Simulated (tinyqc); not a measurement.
Effective-mass impurity with a central-cell term, in a basis of Slater functions: one step, computed by the program tinyqc. Command: `OMP_NUM_THREADS=1 python tinyqc.py 3013695 3013696 out.jsonl centralcell walk`. One thread of a shared host (Intel(R) Xeon(R) Processor @ 2.30GHz), about 0.01 s of CPU time with the checks.

The envelope obeys H = -nabla^2 - (2/r) [Z + A exp(-kappa r)] in effective units, with kappa = a*/lambda; positive A deepens the well near the core.

Task: Generalised eigenproblem. (T + V + W) c = E S c with c^T S c = 1 and the largest component positive.

Impurity: acceptor, one isotropic band.

kinetic T (Ry*):
```
           1          2
1     0.2116  0.3708621
2  0.3708621   1.024144
```

Coulomb V (Ry*):
```
           1          2
1      -0.92  -1.172686
2  -1.172686     -2.024
```

central cell W (Ry*):
```
              1            2
1  -0.009602474  -0.02961697
2   -0.02961697  -0.09148900
```

overlap S:
```
          1         2
1  1.000000  0.796662
2  0.796662  1.000000
```

Give: two lowest levels; coefficients of the lowest state; <T>; <W>.

Result:

two lowest levels (Ry*): -1.096  -0.231

coefficients of the lowest state: -0.120  1.093

<T> = 1.130 Ry*

<W> = -0.1017 Ry*
